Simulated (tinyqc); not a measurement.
Inside a calculation. Model: crystallisation kinetics and data retention of a phase-change cell.

Program tinyqc, `OMP_NUM_THREADS=1 python tinyqc.py 2490127 2490128 out.jsonl`; Intel Xeon 2.30GHz, shared host, one thread, about 0.02 s. Printed values are rounded.

Johnson-Mehl-Avrami-Kolmogorov law X = 1 - exp(-y^n), y = integral of k dt, k = (1/100 s) exp[-(Ec q/kB)(1/T - 1/T1)].

Values chosen for this exercise; values of the order of Ge-Sb-Te and related chalcogenides: activation energy of crystallisation Ec = 1.93 eV; temperature at which the rate k is 1/(100 s) T1 = 413 K; Avrami exponent n = 4; crystalline share at which the state is lost Xf = 0.4; storage temperature T = 333 K; heating rate b = 10 K/min; start of the ramp table Ta = 383 K; step of the table dT = 6 K; steps m = 10.

Constants: q = 1.602176634e-19 C, kB = 1.380649e-23 J/K. Results are converted to the units shown.

Range of the model: One Arrhenius rate is assumed; incubation, growth from the boundary and the non-Arrhenius kinetics of the supercooled liquid are left out.

## Retention

At fixed T the state fails at t = (-ln(1 - Xf))^(1/n)/k; ten years are 3.15576e8 s.

k = 2.19776e-8 1/s
y at failure = 0.845412
time to fail = 3.84669e7 s
the same in years = 1.21894
temperature for ten years = 322.896 K

The cell misses ten years at 333 K.

## A heating ramp

T rises at the rate b. Start with y = k (kB Ta^2/(q Ec))/b, the integral from cold to Ta to leading order; over each step k is taken as exponential in T, so y gains (dT/b)(k2 - k1)/ln(k2/k1). dX/dt = n y^(n - 1) k exp(-y^n), listed as 0 once y^n exceeds 23.

```
point  T (K)     k (1/s)           y            X  dX/dt (1/s)
0        383  1.42967e-4  0.00561822  9.96313e-10  1.01412e-10
1        389  3.52331e-4   0.0139746   3.81379e-8   3.84617e-9
2        395  8.44825e-4   0.0342474   1.37566e-6   1.35741e-7
3        401  0.00197341   0.0821371   4.55142e-5   4.37396e-6
4        407  0.00449576    0.192421   0.00136997   1.27945e-4
5        413        0.01    0.440282    0.0368799   0.00328801
6        419   0.0217397    0.984518     0.609175    0.0324315
7        425   0.0462364     2.15315      1.00000  8.55074e-10
8        431   0.0962919     4.60947            1            0
9        437    0.196538     9.66763            1            0
10       443    0.393469     19.8809            1            0
```

Among the points the rate is largest at 419 K, where X = 0.609; the exact peak lies at 419.1 K.
